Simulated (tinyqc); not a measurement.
Density of states of one tight-binding band on the simple cubic lattice: one step. Energies on the mesh. Two cases, with inputs chosen for the exercise.

Problem. Evaluate the band at all 216 points and collect equal values.

E(k) = -2 t (c1 + c2 + c3) - 4 t2 (c1 c2 + c2 c3 + c3 c1) with ci = cos(2 pi ki); k in fractions of the reciprocal vectors, mesh k_i = j/N with j = 0 .. N-1. Densities are per cell and per spin, so the band holds one state.

Give: Distinct energies.

Case 1.

Values chosen:
- t = 0.59 eV (nearest hopping)
- t2 = 0.09 eV (second hopping)
- N = 6 (mesh points along each axis)

Solution.

Distinct energies:
```
E_k (eV)  points
-4.6200        1
-3.6700        6
-2.8100       12
-2.0400        8
-1.7700        6
-1.0900       24
-0.8200        3
-0.5000       24
-0.2300       12
0.2700        24
0.6800        24
0.9500        12
1.2700        24
1.5000         8
1.5400         3
1.7700         6
1.9100        12
2.2300         6
2.4600         1
```

The 216 points give 19 distinct energies between -4.6200 and 2.4600 eV; a dense mesh gives a band from -4.620 to 2.460 eV.

Case 2.

Values chosen:
- t = 0.99 eV (nearest hopping)
- t2 = -0.11 eV (second hopping)
- N = 6 (mesh points along each axis)

Solution.

Distinct energies:
```
E_k (eV)  points
-4.6200        1
-4.0700        6
-3.4100       12
-2.9700        6
-2.6400        8
-2.4200        3
-2.0900       24
-1.4300       12
-1.1000       24
-0.3300       24
0.5500        12
0.8800        24
1.5400         3
1.8700        24
2.9700         6
3.3000         8
4.5100        12
5.8300         6
7.2600         1
```

The 216 points give 19 distinct energies between -4.6200 and 7.2600 eV; a dense mesh gives a band from -4.620 to 7.260 eV.

Computed by tinyqc, one run a case: `OMP_NUM_THREADS=1 python tinyqc.py N N+1 out.jsonl` with N = 1650345, 1651292; one thread of a shared Intel(R) Xeon(R) Processor @ 2.30GHz, about 0.3 s a run at most.
